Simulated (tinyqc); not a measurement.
Inside a calculation. Model: AlGaN/GaN HEMT with access regions, lumped model.

Program tinyqc, `OMP_NUM_THREADS=1 python tinyqc.py 2570153 2570154 out.jsonl`; Intel Xeon 2.30GHz, shared host, one thread, about 0.03 s. Printed values are rounded.

A polarisation-induced electron sheet under a Schottky gate, in series with two ungated access regions and contacts. Drift law v = mu E/(1 + mu E/vs) under the gate. Currents in mA/mm, resistances in ohm mm. No self-heating, no channel-length modulation; fits for polarisation, barrier and offset are chosen for the exercise.

Values chosen for this exercise; values close to those of AlGaN/GaN structures: aluminium share of the barrier x = 0.32; barrier thickness d = 30 nm; relative permittivity of barrier and channel eps_r = 9.3; channel mobility mu = 1600 cm^2/(V s); saturation velocity vs = 1.4e7 cm/s; gate length Lg = 0.25 um; source access length Ls = 2 um; drain access length Ld = 4 um; resistance of each contact Rc = 0.56 ohm mm; share of the drain-access electrons removed by traps ft = 0.44; gate voltage Vg = 0 V; critical field Ec = 2.7 MV/cm; depth over which the depleted charge spreads te = 0.28 um; insulator under the field plate tf = 50 nm; relative permittivity of that insulator ei = 3.9.

Constants: q = 1.602176634e-19 C, eps0 = 8.8541878128e-14 F/cm where lengths are in cm. Results are converted to the units shown.

## Polarisation charge, threshold and sheet resistance

sigma = (5e13 x + 1.6e13 x^2) cm^-2, phiB = 0.84 + 1.3 x, dEc = 0.7 (1.71 x + x^2) in volts, Cb = eps0 eps_r/d, VT = phiB - dEc - q sigma/Cb, access density n0 = -Cb VT/q. Rsh = 1/(q mu n0); largest access current q n0 vs.

sigma = 1.763840e13 cm^-2
Cb = 0.2744798 uF/cm^2
VT = -9.494498 V
n0 = 1.626567e13 cm^-2
Rsh = 239.8267 ohm
q n0 vs = 3648.467 mA/mm

## On-resistance and breakdown

sigma = (5e13 x + 1.6e13 x^2) cm^-2, phiB = 0.84 + 1.3 x, dEc = 0.7 (1.71 x + x^2) in volts, Cb = eps0 eps_r/d, VT = phiB - dEc - q sigma/Cb, access density n0 = -Cb VT/q. Ron = 2 Rc + Ls/(q mu n0) + Ld/(q mu (1 - ft) n0) + Lg/(mu Cb (Vg - VT)). Off state: a depleted stretch that holds the voltage V has the peak field sqrt(k V), k = 2 q n0/(eps0 eps_r te), so one edge holds V1 = Ec^2/k. The sheet under the plate pinches off at Vf = q n0 (1/Cb + tf/(eps0 ei)); beyond it the gate edge is screened. BV = V1 if Vf >= V1, else Vf + V1, and at most Ec Ld. Specific resistance Ron (Ls + Lg + Ld); figure of merit BV^2 over it.

Ron = 3.372658 ohm mm
Vf = 47.22904 V
V1 = 32.24815 V
BV = 32.24815 V
specific resistance = 0.2107911 mohm cm^2
figure of merit = 4.933525 MW/cm^2

The plate pinches off too late to screen the gate edge, so it adds nothing.
